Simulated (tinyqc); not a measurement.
The square root of alpha at three temperatures: phonon-assisted absorption at an indirect gap.

alpha(E) = sum_j A_j [N_j (E - Eg + w_j)^2 + (N_j + 1)(E - Eg - w_j)^2], each bracket counted only where its base is positive; N_j = 1/(exp(w_j/kB T) - 1). The first term absorbs a phonon and the second emits one; excitons and direct transitions are left out.

Constants: kB = 8.617333262e-05 eV/K.

Values chosen for the exercise (out of a larger set: loosely those of SiC at room temperature; Eg is not tied to T; not measured data): Eg = 3.226 eV (indirect gap, held fixed unless listed); w = (71.1, 47.1) meV (two zone-edge phonons); A = (3200, 630) 1/(cm eV^2) (their strengths).

The gap is held fixed, so only the phonon occupations change.

sqrt(alpha) (1/cm^(1/2)):

| E - Eg (eV) | 4 K | 300 K | 450 K |
|---|---|---|---|
| -0.04 | 0.000 | 0.466 | 0.776 |
| -0.02 | 0.000 | 0.812 | 1.336 |
| 0.00 | 0.000 | 1.172 | 1.915 |
| 0.02 | 0.000 | 1.536 | 2.500 |
| 0.04 | 0.000 | 1.902 | 3.087 |
| 0.07 | 0.575 | 2.532 | 4.030 |
| 0.10 | 2.106 | 3.740 | 5.410 |
| 0.15 | 5.157 | 6.681 | 8.561 |
| 0.20 | 8.240 | 9.892 | 12.051 |
| 0.30 | 14.421 | 16.490 | 19.307 |
| 0.45 | 23.700 | 26.498 | 30.386 |
| 0.60 | 32.981 | 36.542 | 41.532 |

Below the gap only phonon absorption acts: at E - Eg = -0.02 eV sqrt(alpha) is 0.000, 0.812 and 1.336 at 4, 300 and 450 K. A straight line through the last two rows meets the axis at E - Eg = +0.0670, +0.0543 and +0.0411 eV: the intercept is roughly a weighted mean of the thresholds, not the gap, and it moves from the emission side towards Eg as the occupations grow. At the last row alpha grows by a factor 1.59 from the lowest to the highest temperature at fixed gap.

(tinyqc, `OMP_NUM_THREADS=1 python tinyqc.py 1681185 1681186 out.jsonl`, Intel(R) Xeon(R) Processor @ 2.30GHz, 1 thread, shared host, about 0.01 s.)
